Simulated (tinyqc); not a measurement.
Two-sublattice mean-field magnet: ferrimagnet, compensation points and susceptibility. Changing the T over T_c. Computed by tinyqc, a small Python program. Command: `OMP_NUM_THREADS=1 python tinyqc.py 3002809 3002810 out.jsonl ferri sweep`. One thread of a shared host (Intel(R) Xeon(R) Processor @ 2.30GHz), about 0.01 s of CPU time with the checks.

A random alloy A(1-x)B(x) with H = -sum over pairs J S_i.S_j. a = <S_A> and b = <S_B> are taken along z, a > 0. Exchange fields: h_A = (1 - x) zJ_AA a + x zJ_AB b, h_B = (1 - x) zJ_AB a + x zJ_BB b; a = S_A B_(S_A)(S_A h_A/(k_B T)) and likewise for b, with the Brillouin function B_S(y) = [(2S + 1)/(2S)] coth[(2S + 1) y/(2S)] - [1/(2S)] coth[y/(2S)].

Inputs (values chosen for the exercise, for a model ferrimagnet): spin S_A = 1.5; spin S_B = 2.5; g factor g_A = 2.2; g factor g_B = 2; fraction x of B sites = 0.24; z J_AA = 17.9 meV; z J_BB = 2.4 meV; z J_AB = -7 meV; largest number of steps = 3000.

Constants: k_B = 8.617333262e-05 eV/K.

Method:
- Linearised, T (a, b) = M (a, b) with M_ij = S_i (S_i + 1) c_j zJ_ij/(3 k_B), c_A = 1 - x, c_B = x. T_c is the larger eigenvalue, and its eigenvector gives b/a at onset, (T_c - M_AA)/M_AB.
- Repeat from a = S_A, b = -S_B until a and b change by less than 1e-10.
- Net moment m = (1 - x) g_A a + x g_B b in mu_B per site; net spin s = (1 - x) a + x b. At T = 0, a = S_A and b = -S_B. Effective g = m/s.

One run for each value:
```
T over T_c  net moment m (mu_B)  net spin s      a       b
0.10                      1.311      0.5417  1.500  -2.493
0.21                      1.355      0.5635  1.498  -2.395
0.31                      1.406      0.5902  1.483  -2.237
0.42                      1.442      0.6114  1.442  -2.018
0.52                      1.444      0.6173  1.378  -1.791
0.62                      1.405      0.6050  1.284  -1.545
0.73                      1.297      0.5622  1.136  -1.254
0.83                      1.110      0.4834  0.939  -0.960
0.94                      0.711      0.3110  0.582  -0.548
```

Over the rows, net moment m (mu_B) goes from 1.31 through a maximum among these rows, 1.44 at 0.520, to 0.711; net spin s goes from 0.542 through a maximum among these rows, 0.617 at 0.520, to 0.311; a falls from 1.50 to 0.582 (exponent d ln y / d ln x -0.0019 between the first rows and -3.8 between the last).

Extremes, crossings and ranges named in words are read from the listed rows.
